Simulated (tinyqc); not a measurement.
Inside a calculation (part 2 of 2). Method: RHF in the sto-3g basis, for BeH2, spin multiplicity 1. Computed by tinyqc, a small Python program that keeps every step (integrals from PySCF). Command: `OMP_NUM_THREADS=1 python tinyqc.py 22954 22955 out.jsonl` (the two numbers bound the seeds that draw the settings). One thread of a shared host (Intel(R) Xeon(R) Processor @ 2.60GHz), about 0.08 s of CPU time with the checks.

Geometry (angstrom):
```
atom        x         y        z
Be    0.00000   0.00000  0.00000
H     0.00000   1.79500  0.19500
H     0.00000  -1.79500  0.19500
```

## Populations, bond orders and dipole

D after iteration 7, lower triangle:
```
           1Be 1s   1Be 2s  1Be 2px   1Be 2py  1Be 2pz     2H 1s    3H 1s
1Be 1s    2.05611
1Be 2s   -0.21390  0.85227
1Be 2px   0.00000  0.00000  0.00000
1Be 2py   0.00000  0.00000  0.00000   0.48532
1Be 2pz  -0.00974  0.02931  0.00000   0.00000  0.00101
2H 1s    -0.17197  0.51270  0.00000   0.45268  0.01769   0.73159
3H 1s    -0.17197  0.51270  0.00000  -0.45268  0.01769  -0.11288  0.73159
```

overlap S, lower triangle:
```
          1Be 1s   1Be 2s  1Be 2px   1Be 2py  1Be 2pz    2H 1s    3H 1s
1Be 1s   1.00000
1Be 2s   0.25952  1.00000
1Be 2px  0.00000  0.00000  1.00000
1Be 2py  0.00000  0.00000  0.00000   1.00000
1Be 2pz  0.00000  0.00000  0.00000   0.00000  1.00000
2H 1s    0.02495  0.28975  0.00000   0.37240  0.04046  1.00000
3H 1s    0.02495  0.28975  0.00000  -0.37240  0.04046  0.00486  1.00000
```

Mulliken: Z minus the diagonal of D S on the atom; Loewdin: the same with S^(1/2) D S^(1/2); Mayer order: 2 sum_s sum (D(s) S)_ij (D(s) S)_ji over the two atoms.

Charges (e):
```
atom  Mulliken   Loewdin
1Be    0.08920   0.07970
2H    -0.04460  -0.03985
3H    -0.04460  -0.03985
```

Mayer bond orders:
```
pair    order
2-1   0.98034
3-1   0.98034
3-2   0.01767
```

dipole moment about the origin, x y z (debye): 0.00000  0.00000  -0.48032
